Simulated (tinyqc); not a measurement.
Mobility of a non-polar semiconductor in the relaxation-time approximation: one step, computed by the program tinyqc.

Each valley is treated as a sphere of mass m_d for states and rates, with one isotropic relaxation time; the conductivity mass m_c sets the current.

Problem. Rates at a few energies. Kane band: hbar^2 k^2/(2 m) = E (1 + alpha E), speed v = hbar k/(m (1 + 2 alpha E)), states per spin, volume and energy g(E) = m k (1 + 2 alpha E)/(2 pi^2 hbar^2); overlap factors are set to 1. Here m = m_d. Masses are multiplied by m_0 and all formulas are in SI units. Phonon occupation N_q = 1/(exp(hbar w/(k_B T)) - 1). Acoustic deformation potential (elastic, equipartition, absorption and emission together): 1/tau = 2 pi k_B T D_A^2 g(E)/(hbar rho v_l^2). Optical or intervalley deformation potential: 1/tau = (pi Z_f D_o^2/(rho w)) [N_q g(E + hbar w) + (N_q + 1) g(E - hbar w)], with g = 0 below the band edge. Each optical term is multiplied by (1 - f(E'))/(1 - f(E)), E' the final energy, for Pauli blocking. Singly charged impurities, momentum relaxation: 1/tau = N_I e^4 m (1 + 2 alpha E) Phi/(8 pi (eps_s eps_0)^2 hbar^3 k^3), with alpha = 0 for a parabolic band. Conwell-Weisskopf: Phi = ln(1 + y^2), y = 4 pi eps_s eps_0 E N_I^(-1/3)/e^2 (largest impact parameter N_I^(-1/3)/2).

Inputs (values chosen for the exercise, modelled on electrons in silicon):

| quantity | value | unit |
|---|---|---|
| non-parabolicity alpha | 0.55 | 1/eV |
| static permittivity eps_s | 11.7 | - |
| density rho | 2329 | kg/m^3 |
| sound velocity v_l | 9190 | m/s |
| acoustic deformation potential D_A | 10 | eV |
| phonon energy hbar w | 57.2 | meV |
| optical or intervalley deformation potential D_o | 5.5 | 1e8 eV/cm |
| final valleys Z_f | 5 | - |
| temperature T | 250 | K |

Band: Kane. Impurity formula: Conwell-Weisskopf. Further scattering: none.

reduced Fermi level eta = -11.53640

density-of-states mass m_d = 0.3183676 m_0

ionised impurity density N_I = 3.354545e+14 1/cm^3

Constants: k_B = 8.617333262e-05 eV/K; k_B = 1.380649e-23 J/K; e = 1.602176634e-19 C; hbar = 1.054571817e-34 J s; m_0 = 9.1093837015e-31 kg; hbar = 6.582119569e-16 eV s; eps_0 = 8.8541878128e-12 F/m.

Give: Rates (1e12/s) at E = (max(eta, 0) + 0.5, 1, 2, 4) k_B T.

Solution.

Rates (1e12/s) at E = (max(eta, 0) + 0.5, 1, 2, 4) k_B T:

| E (meV) | acoustic | optical | ionised impurity |
|---|---|---|---|
| 10.772 | 1.0795 | 0.4966 | 0.038182 |
| 21.543 | 1.5491 | 0.5419 | 0.017225 |
| 43.087 | 2.2545 | 0.6285 | 0.007437 |
| 86.173 | 3.3710 | 5.1747 | 0.003125 |
